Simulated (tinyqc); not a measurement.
Hexagonal on-chip spiral inductor, lumped pi model: one step of the calculation.

Outer diameter do = di + 2 n wd + 2 (n - 1) sp, mean da = (do + di)/2, fill p = (do - di)/(do + di), length l = 3.464 n da. L = 2.33 mu0 n^2 da/(1 + 3.82 p), mu0 = 4 pi 1e-7 H/m. Rs = rho l/(wd delta (1 - exp(-th/delta))), delta = sqrt(rho/(pi f mu0)). Cs = n wd^2 eps0 eo/hu across the coil. At each end Cox = l wd eps0 eo/(2 ho) leads to the substrate branch Rsi = 2 rs he/(l wd) in parallel with Csi = l wd eps0 11.7/(2 he). With one end grounded Y = 1/(Rs + i w L) + i w Cs + 1/[1/(i w Cox) + 1/(1/Rsi + i w Csi)], w = 2 pi f; Q = -Im Y/Re Y. Eddy currents in neighbouring turns and in the substrate are left out.

Task. Admittance, quality factor and apparent inductance. Series branch 1/(Rs + i w L), substrate branch, total Y, Q = -Im Y/Re Y, apparent inductance Im(1/Y)/w, metal-only value w L/Rs, share of the loss in the substrate Re(substrate branch)/Re Y.

Values chosen for this exercise:
- f = 4.8 GHz (frequency)

L = 0.41785980 nH
Rs = 1.9336494 ohm
Cs = 1.1953154 fF
Cox = 5.3857445 fF
Rsi = 57182.763 ohm
Csi = 1.8116298 fF

Wanted: series branch; substrate branch; Y; Q; apparent inductance; w L/Rs; share of the loss in the substrate.

Result.

series branch = 11.895-77.525i mS
substrate branch = 0.009729+0.041669i mS
Y = 11.905-77.447i mS
Q = 6.5055
apparent inductance = 0.41824 nH
w L/Rs = 6.5174
share of the loss in the substrate = 0.081723 %

Q is 99.8 % of the metal-only value.

Numbers from tinyqc (`OMP_NUM_THREADS=1 python tinyqc.py 2302110 2302111 out.jsonl`; about 0.01 s on one thread of a shared Intel Xeon 2.30GHz).
